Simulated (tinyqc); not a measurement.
# MESFET, gradual channel with velocity saturation: effects of single changes

A uniformly doped n-type channel, depleted from the top by a Schottky gate; at channel potential V the depleted share of a is u = sqrt((Vbi - Vg + V)/Vp), s at the source. Electrons drift with v = mu E/(1 + mu E/vsat). Abrupt depletion edge, no series resistance, source at 0.

Inputs (values chosen for the exercise); material values close to those of gallium arsenide:
```
symbol,value,unit,meaning
T,300,K,temperature
eps_r,13,,relative permittivity of the semiconductor
Nc,4.34e17,cm^-3,conduction-band density of states at T
Nd,3.8e17,cm^-3,donor density of the channel
a,99,nm,channel thickness
mu,3100,cm^2/(V s),low-field mobility at this doping
vsat,1.1e7,cm/s,saturation velocity
L,5,um,gate length
W,200,um,gate width
phiB,0.81,V,Schottky barrier
Vg,-1.1,V,gate voltage
```

Constants: q = 1.602176634e-19 C, kB = 1.380649e-23 J/K, Vt = kB T/q, eps0 = 8.8541878128e-14 F/cm where lengths are in cm. Results are converted to the units shown.

Each table varies one quantity; the others keep the values above.

## Effect of the gate length on saturation

Vbi = phiB - Vt ln(Nc/Nd); Vp = q Nd a^2/(2 eps0 eps_r); G0 = q mu Nd a W/L; Z = mu Vp/(vsat L); s = sqrt((Vbi - Vg)/Vp). I = (G0 Vp/3) F/(1 + Z (u^2 - s^2)), F = 3 (u^2 - s^2) - 2 (u^3 - s^3), with u at V = Vd; Z = 0 gives constant mobility, for which u stops at 1. The current peaks at u = um, the root of (1 - u)(1 + Z (u^2 - s^2)) = Z F/3; beyond Vdsat = Vp (um^2 - s^2) it is held at that value. gm = G0 (um - s)/(1 + Z (um^2 - s^2)).

Effect of the gate length on saturation:
```
L (um)	Z	um	Vdsat (V)	Isat (mA)	Isat for Z = 0 (mA)	gm (mS)
0.1	73.05	0.8977	0.1824	13.56	177.7	24.40
0.21	34.79	0.9115	0.2471	11.73	84.61	22.22
0.45	16.23	0.9284	0.3275	9.495	39.48	19.26
0.97	7.531	0.9468	0.4172	7.050	18.32	15.53
2.1	3.479	0.9645	0.5048	4.706	8.461	11.34
4.4	1.660	0.9783	0.5742	2.878	4.038	7.492
9.4	0.7771	0.9881	0.6241	1.580	1.890	4.369
20	0.3652	0.9939	0.6538	0.8118	0.8884	2.331
```

What does the comparison show, and why?

As L goes from 0.1 to 20 um, Vdsat rises from 0.182 to 0.654 V, Isat falls from 13.6 to 0.812 mA and gm falls from 24.4 to 2.33 mS. Isat is 0.0763 of the constant-mobility value in the first row and 0.914 in the last. Isat goes as L^(-0.20) between the first two rows and as L^(-0.88) between the last two; constant mobility gives 1/L, and short gates gain less because the velocity is capped. At L = 0.1 um the gate is shorter than 2 a, outside the gradual-channel approximation. In every row Nd is not small against Nc, so the Boltzmann form of Vbi is rough.

## Effect of the channel thickness on saturation

Same model as above.

Effect of the channel thickness on saturation:
```
a (nm)	Z	um	Vdsat (V)	Isat (mA)	Isat for Z = 0 (mA)	gm (mS)
91	1.2344	0.99542	0.26347	0.55847	0.64455	3.7315
110	1.8037	0.95156	0.99099	7.1367	11.726	9.5742
130	2.5192	0.89338	1.6607	18.565	40.574	12.179
160	3.8160	0.81175	2.5547	40.343	123.78	13.916
200	5.9625	0.72256	3.6165	74.322	326.03	14.810
```

As a goes from 91 to 200 nm, Vdsat rises from 0.263 to 3.62 V, Isat rises from 0.558 to 74.3 mA and gm rises from 3.73 to 14.8 mS. Isat is 0.866 of the constant-mobility value in the first row and 0.228 in the last. At a = 91 nm the open channel at the source, (1 - s) a, is under two Debye lengths, so the abrupt edge is rough. In every row Nd is not small against Nc, so the Boltzmann form of Vbi is rough.

## Effect of the gate voltage on saturation

Same model as above.

The same in every row: Z = 1.461.

Effect of the gate voltage on saturation:
```
Vg (V)	um	Vdsat (V)	Isat (mA)	Isat for Z = 0 (mA)	gm (mS)
-1.5	0.9961	0.2653	0.5183	0.5987	3.431
-1.25	0.9874	0.4706	1.671	2.144	5.710
-1	0.9748	0.6564	3.344	4.702	7.634
-0.75	0.9587	0.8259	5.473	8.341	9.373
-0.5	0.9395	0.9812	8.025	13.14	11.04
-0.25	0.9171	1.123	11.00	19.22	12.75
0	0.8913	1.253	14.41	26.71	14.61
```

What does the table show?

As Vg goes from -1.5 to 0 V, Vdsat rises from 0.265 to 1.25 V, Isat rises from 0.518 to 14.4 mA and gm rises from 3.43 to 14.6 mS. Isat is 0.866 of the constant-mobility value in the first row and 0.540 in the last. For Vg = -1.5 to -1.25 V the open channel at the source, (1 - s) a, is under two Debye lengths, so the abrupt edge is rough. In every row Nd is not small against Nc, so the Boltzmann form of Vbi is rough.

Computed by the program tinyqc: `OMP_NUM_THREADS=1 python tinyqc.py 2500063 2500064 out.jsonl`, one thread of a shared Intel Xeon 2.30GHz, about 0.04 s for the whole run.
